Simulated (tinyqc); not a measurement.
Inside a calculation. Model: X-ray photoelectron analysis of a thin oxide on a semiconductor: attenuation lengths, thickness, angle series and band offsets. Computed by tinyqc, a small Python program that keeps every step. Command: `OMP_NUM_THREADS=1 python tinyqc.py 3111034 3111035 out.jsonl xps walk`. One thread of a shared host (Intel(R) Xeon(R) Processor @ 2.30GHz), about 0.01 s of CPU time with the checks. Intermediate numbers are printed to about 6 digits and carried at full precision; extremes and crossings named in words are read from the listed rows.

The same element is seen in the oxide and in the substrate, at nearly the same kinetic energy; films are flat and uniform, and the work function is ignored.

Inputs (values chosen for the exercise, modelled on SiO2 on 4H-SiC):

| quantity | value | unit |
|---|---|---|
| photon energy | 650 | eV |
| binding energy of the core level | 100.5 | eV |
| oxide density | 2.19 | g/cm^3 |
| oxide formula mass | 60.08 | g/mol |
| valence electrons per oxide formula | 16 | - |
| oxide gap | 8.94 | eV |
| substrate density | 3.21 | g/cm^3 |
| substrate formula mass | 40.1 | g/mol |
| valence electrons per substrate formula | 8 | - |
| substrate gap | 3.26 | eV |
| oxide thickness d | 4 | nm |
| emission angle from the normal | 15 | degrees |
| attenuation length over inelastic mean free path | 0.87 | - |
| carbon overlayer | 0.6 | nm |
| counts in the two peaks together | 200000 | - |
| valence band offset used to make the data | 2.89 | eV |
| core level less valence band top, substrate | 98.99 | eV |
| core level less valence band top, thick oxide | 98.43 | eV |
| field in the oxide | 0.48 | MV/cm |

## Inelastic mean free paths

TPP-2M: lambda = E/(E_p^2 [b ln(c E) - C/E + D/E^2]) in angstrom, E_p = 28.8 sqrt(N_v rho/M), b = -0.10 + 0.944/sqrt(E_p^2 + E_g^2) + 0.069 rho^0.1, c = 0.191/sqrt(rho), U = N_v rho/M, C = 1.97 - 0.91 U, D = 53.4 - 20.8 U, with E = photon energy less binding energy in eV. Attenuation length L = factor x lambda.

kinetic energy E = 549.5 eV

Terms:

| layer | E_p (eV) | b | c | lambda (nm) |
|---|---|---|---|---|
| oxide | 21.9943 | 0.0143877 | 0.129066 | 1.93080 |
| substrate | 23.0472 | 0.0180911 | 0.106606 | 1.45202 |

L in the oxide = 1.67979 nm

L in the substrate = 1.26326 nm

## Peak ratio

R_0 = (rho_o/M_o) L_o/((rho_s/M_s) L_s); peak ratio R = I_ox/I_sub = R_0 [exp(d/(L_o cos theta)) - 1]; hence d = L_o cos theta ln(1 + R/R_0). A carbon layer weakens both peaks alike, by exp(-d_C/(L_o cos theta)) if its L is taken equal to L_o. This R_0 leaves out intrinsic losses from the substrate peak, so calibrated values can be larger.

R_0 = 0.605505

d/(L_o cos theta) = 2.46525

ratio R = 6.51911

oxide share of the counts = 0.867006

attenuation by carbon = 0.690881

depth 3 L_o cos theta = 4.86766 nm

## Error budget of the thickness

With x = d/(L_o cos theta): d ln d/d ln R = (1 - exp(-x))/x = -d ln d/d ln R_0; counting error of R = 1/sqrt(N f (1 - f)), f the oxide share, which times the sensitivity gives that of d; an angle error adds tan(theta) d theta; d is proportional to L_o at fixed R_0. Assumed errors: 5 % in R_0, 1 degree, 5 % in L_o.

sensitivity to R = 0.371164

counting error of d = 0.244413 %

R_0 = 1.85582 %

angle = 0.467660 %

L_o = 5 %

The attenuation length is the largest of these terms.

## Angle series: uniform film or islands?

Islands: half of the surface carries 2 d and half none, R = R_0 (1/2)(1 - t)/(1/2 + t/2) with t = exp(-2 d/(L_o cos theta)); the apparent thickness is read with the uniform formula.

Against the angle:

| theta (degrees) | R, uniform | R, islands | apparent d, islands (nm) |
|---|---|---|---|
| 0 | 5.94508e+00 | 0.595246 | 1.15005 |
| 20 | 7.02671e+00 | 0.597931 | 1.08422 |
| 35 | 1.04760e+01 | 0.601900 | 0.94967 |
| 45 | 1.69593e+01 | 0.604068 | 0.82190 |
| 55 | 3.78648e+01 | 0.605205 | 0.66760 |
| 65 | 1.68889e+02 | 0.605490 | 0.49206 |
| 75 | 5.99475e+03 | 0.605505 | 0.30135 |

A uniform film gives d = 4 nm at every angle. The island film of the same volume reads 1.15 nm at normal emission and 0.301 nm at 75 degrees; its ratio cannot pass R_0, since the bare half always shows the substrate.

## Band offsets by core levels

Valence band offset = (E_core - E_v)(substrate) - (E_core - E_v)(oxide) + (core level separation at the interface, oxide less substrate). The separation is made here from the given offset; a uniform field F that raises the binding energy towards the surface shifts the oxide peak by e F <z>, <z> = d/(1 - exp(-x)) - d/x, x = d/(L_o cos theta), being the mean distance from the interface. Conduction band offset = oxide gap - substrate gap - valence band offset.

separation without field = 2.33 eV

<z> = 2.74897 nm

separation with field = 2.46195 eV

apparent valence band offset = 3.02195 eV

true conduction band offset = 2.79 eV

apparent conduction band offset = 2.65805 eV

The field biases both offsets by 0.13 eV, in opposite directions.

Checks made by the program: thickness recovered (relative difference below 1e-10).
